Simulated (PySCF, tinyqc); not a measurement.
Inside a calculation. Method: FCI on RHF in the sto-3g basis, for H4, spin multiplicity 1. The lowest restricted solution is unstable here: a spin-polarised one lies 0.0238 hartree lower (PySCF). Computed by tinyqc, a small Python program that keeps every step (integrals from PySCF). Settings: charge = 0, multiplicity = 1, basis = sto-3g, method = RHF, energy threshold = 1e-10, iteration cap = 86, orthogonalisation = symmetric, start = core, DIIS depth = 6, ci = FCI. Command: `OMP_NUM_THREADS=1 python tinyqc.py 25672 25673 out.jsonl` (the two numbers bound the seeds that draw the settings). One thread of a shared host (Intel(R) Xeon(R) Processor @ 2.60GHz), about 0.06 s of CPU time with the checks. The early iterations of the SCF are left out here.

## One-electron integrals

Geometry (angstrom):
```
atom         x         y         z
H     0.000000  0.000000  0.000000
H     0.000000  0.000000  1.632000
H     0.000000  1.192000  0.000000
H     0.000000  1.192000  1.632000
```

Basis sto-3g: exponents (1/bohr^2) and contraction coefficients of normalised primitives:
```
element  l (shell)  exponent  coefficient
H            s (1)  3.425251     0.154329
H            s (1)  0.623914     0.535328
H            s (1)  0.168855     0.444635
```

Overlap, kinetic and nuclear-attraction integrals over the contracted functions; the nuclear repulsion is the sum of Za Zb / Rab.

nuclear repulsion = 2.06007110 hartree

overlap S, order 1H 1s, 2H 1s, 3H 1s, 4H 1s:
$$\begin{pmatrix}
1.000000 & 0.211818 & 0.391070 & 0.115174 \\
0.211818 & 1.000000 & 0.115174 & 0.391070 \\
0.391070 & 0.115174 & 1.000000 & 0.211818 \\
0.115174 & 0.391070 & 0.211818 & 1.000000
\end{pmatrix}$$

kinetic energy T (hartree), order 1H 1s, 2H 1s, 3H 1s, 4H 1s:
$$\begin{pmatrix}
0.760032 & 0.000610 & 0.054623 & -0.010346 \\
0.000610 & 0.760032 & -0.010346 & 0.054623 \\
0.054623 & -0.010346 & 0.760032 & 0.000610 \\
-0.010346 & 0.054623 & 0.000610 & 0.760032
\end{pmatrix}$$

nuclear attraction V (hartree), order 1H 1s, 2H 1s, 3H 1s, 4H 1s:
$$\begin{pmatrix}
-2.249437 & -0.415010 & -0.809402 & -0.231701 \\
-0.415010 & -2.249437 & -0.231701 & -0.809402 \\
-0.809402 & -0.231701 & -2.249437 & -0.415010 \\
-0.231701 & -0.809402 & -0.415010 & -2.249437
\end{pmatrix}$$

core Hamiltonian H = T + V (hartree), order 1H 1s, 2H 1s, 3H 1s, 4H 1s:
$$\begin{pmatrix}
-1.489405 & -0.414399 & -0.754779 & -0.242048 \\
-0.414399 & -1.489405 & -0.242048 & -0.754779 \\
-0.754779 & -0.242048 & -1.489405 & -0.414399 \\
-0.242048 & -0.754779 & -0.414399 & -1.489405
\end{pmatrix}$$

## Two-electron integrals

Functions are numbered as in S; the eight-fold symmetry (ij|kl) = (ji|kl) = (kl|ij) leaves the list below.

Two-electron integrals (ij|kl) in chemists' order, unique and non-zero (hartree):
```
(11|11) 0.774606   (21|11) 0.109450   (21|21) 0.024756   (22|11) 0.320155
(22|21) 0.109450   (22|22) 0.774606   (31|11) 0.229685   (31|21) 0.036392
(31|22) 0.116786   (31|31) 0.093344   (32|11) 0.049588   (32|21) 0.011723
(32|22) 0.053661   (32|31) 0.020964   (32|32) 0.006817   (33|11) 0.420088
(33|21) 0.074213   (33|22) 0.261026   (33|31) 0.229685   (33|32) 0.053661
(33|33) 0.774606   (41|11) 0.053661   (41|21) 0.011723   (41|22) 0.049588
(41|31) 0.020964   (41|32) 0.006689   (41|33) 0.049588   (41|41) 0.006817
(42|11) 0.116786   (42|21) 0.036392   (42|22) 0.229685   (42|31) 0.047375
(42|32) 0.020964   (42|33) 0.116786   (42|41) 0.020964   (42|42) 0.093344
(43|11) 0.074213   (43|21) 0.016920   (43|22) 0.074213   (43|31) 0.036392
(43|32) 0.011723   (43|33) 0.109450   (43|41) 0.011723   (43|42) 0.036392
(43|43) 0.024756   (44|11) 0.261026   (44|21) 0.074213   (44|22) 0.420088
(44|31) 0.116786   (44|32) 0.049588   (44|33) 0.320155   (44|41) 0.053661
(44|42) 0.229685   (44|43) 0.109450   (44|44) 0.774606
```

## Orthogonalisation

S = U s U^T; symmetric (Loewdin) form X = U s^(-1/2) U^T, so that X^T S X = 1.

eigenvalues of S: [0.512286, 0.705575, 1.064078, 1.718062]

X, order 1H 1s, 2H 1s, 3H 1s, 4H 1s:
$$\begin{pmatrix}
1.079999 & -0.103289 & -0.213826 & 0.000039 \\
-0.103289 & 1.079999 & 0.000039 & -0.213826 \\
-0.213826 & 0.000039 & 1.079999 & -0.103289 \\
0.000039 & -0.213826 & -0.103289 & 1.079999
\end{pmatrix}$$

## Iteration 2 (converged): orbitals

converged F (hartree), order 1H 1s, 2H 1s, 3H 1s, 4H 1s:
$$\begin{pmatrix}
-0.199968 & -0.153415 & -0.410005 & -0.122588 \\
-0.153415 & -0.199968 & -0.122588 & -0.410005 \\
-0.410005 & -0.122588 & -0.199968 & -0.153415 \\
-0.122588 & -0.410005 & -0.153415 & -0.199968
\end{pmatrix}$$

Diagonalise F' = X^T F X, C = X C', fill 2 alpha and 2 beta electrons from the bottom; D = 2 C_occ C_occ^T. Each column has its largest component positive (the first on a tie).

F' = X^T F X (hartree):
$$\begin{pmatrix}
-0.026344 & -0.104503 & -0.388427 & 0.003590 \\
-0.104503 & -0.026344 & 0.003590 & -0.388427 \\
-0.388427 & 0.003590 & -0.026344 & -0.104503 \\
0.003590 & -0.388427 & -0.104503 & -0.026344
\end{pmatrix}$$

orbital energies (hartree): MO1 -0.515683, MO2 -0.313858, MO3 0.253990, MO4 0.470176

coefficients C, order 1H 1s, 2H 1s, 3H 1s, 4H 1s:
$$\begin{pmatrix}
0.381461 & 0.484712 & 0.595249 & 0.698576 \\
0.381461 & -0.484712 & 0.595249 & -0.698576 \\
0.381461 & 0.484712 & -0.595249 & -0.698576 \\
0.381461 & -0.484712 & -0.595249 & 0.698576
\end{pmatrix}$$

D after iteration 2, order 1H 1s, 2H 1s, 3H 1s, 4H 1s:
$$\begin{pmatrix}
0.760916 & -0.178865 & 0.760916 & -0.178865 \\
-0.178865 & 0.760916 & -0.178865 & 0.760916 \\
0.760916 & -0.178865 & 0.760916 & -0.178865 \\
-0.178865 & 0.760916 & -0.178865 & 0.760916
\end{pmatrix}$$

## Convergence

Stop when the energy changes by less than 1e-10 hartree and every element of the error matrix X^T (F D S - S D F) X is below 3e-06.

Course of the cycle:
```
iteration  E (hartree)    change  largest element of the error matrix
1          -1.94991198         -                             1.14e-15
2          -1.94991198  0.000000                             7.50e-16
```

PySCF RHF in the same basis = -1.94991198 hartree

Converged in 2 iterations.

## Integrals over molecular orbitals

(pq|rs) = sum C_ip C_jq C_kr C_ls (ij|kl), one index at a time.

one-electron integrals over orbitals h = C^T H C (hartree):
$$\begin{pmatrix}
-1.688317 & 0.000000 & 0.000000 & 0.000000 \\
0.000000 & -1.492125 & 0.000000 & 0.000000 \\
0.000000 & 0.000000 & -1.285443 & 0.000000 \\
0.000000 & 0.000000 & 0.000000 & -1.097579
\end{pmatrix}$$

Two-electron integrals over orbitals (pq|rs), unique and non-zero (hartree):
```
(11|11) 0.444980   (21|21) 0.158226   (22|11) 0.442940   (22|22) 0.450613
(31|31) 0.117607   (32|32) 0.093019   (33|11) 0.436743   (33|22) 0.438287
(33|33) 0.445048   (41|32) 0.090767   (41|41) 0.088605   (42|31) 0.122395
(42|42) 0.132254   (43|21) 0.160407   (43|43) 0.175577   (44|11) 0.443098
(44|22) 0.451209   (44|33) 0.452927   (44|44) 0.466573
```

## FCI: determinants and Hamiltonian

Hartree-Fock energy = -1.94991198 hartree

Slater-Condon rules over spin orbitals, with the nuclear repulsion added and E(HF) subtracted on the diagonal. Only determinants linked to the reference directly or through others are kept (one block of an abelian symmetry group), so some states are absent.

Occupation strings over the orbitals (2 doubly, a alpha, b beta, 0 empty; spin orbitals ordered 1a 1b 2a 2b ...): 2200 aabb 2020 abab 2002 abba baab 0220 baba 0202 bbaa 0022

H - E(HF) between determinants (hartree):
```
           2200       aabb       2020       abab       2002       abba       baab       0220
2200   0.000000  -0.031628   0.093019  -0.090767   0.132254   0.122395   0.122395   0.117607
aabb  -0.031628   0.777920   0.090767  -0.093019  -0.122395  -0.132254  -0.117607  -0.122395
2020   0.093019   0.090767   0.464249   0.069640   0.175577  -0.160407  -0.160407   0.158226
abab  -0.090767  -0.093019   0.069640   0.861862   0.160407  -0.175577  -0.158226   0.160407
2002   0.132254  -0.122395   0.175577   0.160407   0.944928  -0.038012  -0.038012   0.000000
abba   0.122395  -0.132254  -0.160407  -0.175577  -0.038012   0.930099   0.000000  -0.038012
baab   0.122395  -0.117607  -0.160407  -0.158226  -0.038012   0.000000   0.930099  -0.038012
0220   0.117607  -0.122395   0.158226   0.160407   0.000000  -0.038012  -0.038012   0.917616
baba  -0.090767  -0.088605   0.069640   0.000000   0.160407  -0.158226  -0.175577   0.160407
0202   0.088605   0.090767   0.000000   0.069640   0.158226  -0.160407  -0.160407   0.175577
bbaa  -0.031628   0.000000   0.090767  -0.088605  -0.122395  -0.117607  -0.132254  -0.122395
0022   0.000000  -0.031628   0.088605  -0.090767   0.117607   0.122395   0.122395   0.132254

           baba       0202       bbaa       0022
2200  -0.090767   0.088605  -0.031628   0.000000
aabb  -0.088605   0.090767   0.000000  -0.031628
2020   0.069640   0.000000   0.090767   0.088605
abab   0.000000   0.069640  -0.088605  -0.090767
2002   0.160407   0.158226  -0.122395   0.117607
abba  -0.158226  -0.160407  -0.117607   0.122395
baab  -0.175577  -0.160407  -0.132254   0.122395
0220   0.160407   0.175577  -0.122395   0.132254
baba   0.861862   0.069640  -0.093019  -0.090767
0202   0.069640   1.288089   0.090767   0.093019
bbaa  -0.093019   0.090767   0.777920  -0.031628
0022  -0.090767   0.093019  -0.031628   1.616115
```

## FCI: roots

Diagonalise (each vector has its largest component positive (the first on a tie)); all determinants have Ms = 0, so triplets appear too. The lowest singlet root is the correlation energy.

lowest roots of this matrix, relative to E(HF) (hartree): [-0.113530, 0.236844, 0.346435, 0.664511, 0.776088, 0.858421, 0.931961, 0.935372]

lowest vectors, order 2200, aabb, 2020, abab, 2002, abba, baab, 0220, baba, 0202, bbaa, 0022:
$$\begin{pmatrix}
0.932020 & 0.113778 & 0.000000 & 0.283832 \\
0.018663 & -0.217100 & 0.408248 & 0.230842 \\
-0.196999 & 0.760879 & 0.000000 & 0.501686 \\
0.109022 & 0.091728 & 0.408248 & -0.318781 \\
-0.116690 & -0.347022 & 0.000000 & 0.315278 \\
-0.127686 & 0.125372 & 0.408248 & 0.087939 \\
-0.127686 & 0.125372 & 0.408248 & 0.087939 \\
-0.109399 & -0.342932 & 0.000000 & 0.422517 \\
0.109022 & 0.091728 & 0.408248 & -0.318781 \\
-0.078554 & 0.165078 & 0.000000 & -0.160698 \\
0.018663 & -0.217100 & 0.408248 & 0.230842 \\
0.060811 & -0.017674 & 0.000000 & -0.196779
\end{pmatrix}$$

<S^2> of these roots: [0.000000, 0.000000, 6.000000, 0.000000, 2.000000, 2.000000, 0.000000, 2.000000]

weight of the ground state by excitation level 0, 1, 2, ...: [0.868662, 0.000000, 0.127640, 0.000000, 0.003698]

The reference has a weight of only 0.87: one determinant is a poor start here.
